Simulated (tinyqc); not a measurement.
Coupled-perturbed Hartree-Fock on RHF in the sto-3g basis, for BeH+, spin multiplicity 1, step by step. One step of it, computed by the program tinyqc.

Task: Orthogonalisation. S = U s U^T; symmetric (Loewdin) form X = U s^(-1/2) U^T, so that X^T S X = 1.

overlap S, order 1Be 1s, 1Be 2s, 1Be 2px, 1Be 2py, 1Be 2pz, 2H 1s:
```
[[1.000000, 0.259517, 0.000000, 0.000000, 0.000000, 0.091417],
 [0.259517, 1.000000, 0.000000, 0.000000, 0.000000, 0.510798],
 [0.000000, 0.000000, 1.000000, 0.000000, 0.000000, 0.000000],
 [0.000000, 0.000000, 0.000000, 1.000000, 0.000000, 0.000000],
 [0.000000, 0.000000, 0.000000, 0.000000, 1.000000, 0.557358],
 [0.091417, 0.510798, 0.000000, 0.000000, 0.557358, 1.000000]]
```

Give: eigenvalues of S; X.

Result:

eigenvalues of S: [0.2389, 0.7928, 1.0000, 1.0000, 1.1652, 1.8031]

X, order 1Be 1s, 1Be 2s, 1Be 2px, 1Be 2py, 1Be 2pz, 2H 1s:
```
[[1.0274, -0.1448, 0.0000, 0.0000, -0.0099, 0.0148],
 [-0.1448, 1.2096, 0.0000, 0.0000, 0.1970, -0.4343],
 [0.0000, 0.0000, 1.0000, 0.0000, 0.0000, 0.0000],
 [0.0000, 0.0000, 0.0000, 1.0000, 0.0000, 0.0000],
 [-0.0099, 0.1970, 0.0000, 0.0000, 1.2122, -0.4689],
 [0.0148, -0.4343, 0.0000, 0.0000, -0.4689, 1.3911]]
```
